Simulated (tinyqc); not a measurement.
# Access strength from the read disturbance

Inverse problem. Transistor (EKV form, voltages against the body): I = 2 n b Vt^2 [F(vp - Vs) - F(vp - Vd)] from drain to source, F(v) = ln^2(1 + exp(v/(2 Vt))), vp = (Vg - VT + sg |Vd - Vs|)/n. n-channel bodies are at 0; for the p-channel device all voltages are counted down from Vdd. b in uA/V^2 gives I in uA. In an SRAM read the low node Q obeys In(gate QB, drain Q) = Ip(gate QB, drain Q) + Ia, where the access transistor (threshold VTn) has its gate and drain at Vdd and its source at Q. Find Ia, ba and the cell ratio bn/ba.

Values chosen for this exercise:
- T = 300 K (temperature)
- Vdd = 0.8 V (supply voltage)
- n = 1.19 (slope factor)
- sg = 0.023 (drain-induced barrier lowering)
- VTn = 0.3 V (n-channel threshold)
- VTp = 0.32 V (p-channel threshold (magnitude))
- bn = 700 uA/V^2 (gain factor of the pull-down transistor)
- bp = 330 uA/V^2 (gain factor of the pull-up transistor)

Constants: q = 1.602176634e-19 C, kB = 1.380649e-23 J/K, Vt = kB T/q. Results are converted to the units shown.

Q and QB in the read (V): [0.10039882, 0.79997660]

Solution. The node equation gives Ia, which is proportional to ba.

Ia = 31.1 uA
ba = 470 uA/V^2
cell ratio = 1.49

Numbers from tinyqc (`OMP_NUM_THREADS=1 python tinyqc.py 2340034 2340035 out.jsonl`; about 0.1 s on one thread of a shared Intel Xeon 2.30GHz).
